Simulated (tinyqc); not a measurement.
Gupta-type many-body potential for a metal: one step, computed by the program tinyqc.

E_i = sum_j A exp(-p (r_ij/r0 - 1)) - xi rho_i^gamma, with rho_i = sum_j exp(-2 q (r_ij/r0 - 1)); gamma = 1/2 is the tight-binding second-moment form. The crystal is fcc unless stated; d is the neighbour distance and a fixed number of shells is kept.

Task: Shell terms at equilibrium. fcc shells: d sqrt(k), k = 1..5, with 12, 6, 24, 12, 24 atoms; Omega = d^3/sqrt2. Repulsion and density of one neighbour in each shell, and their sums.

Inputs (values chosen for the exercise, modelled on gold):
```
quantity               value      unit
repulsion A            0.208        eV
decay p                 10.4         -
decay q                 4.05         -
reference distance r0  2.884  angstrom
shells kept                1         -
```

neighbour distance d = 2.906714 angstrom

Give: Shells; repulsive energy; density rho.

Result:

Shells:
```
shell  count  r (angstrom)  repulsion (eV)  density
1         12        2.9067         0.19164  0.93820
```

repulsive energy = 2.2997 eV

density rho = 11.258
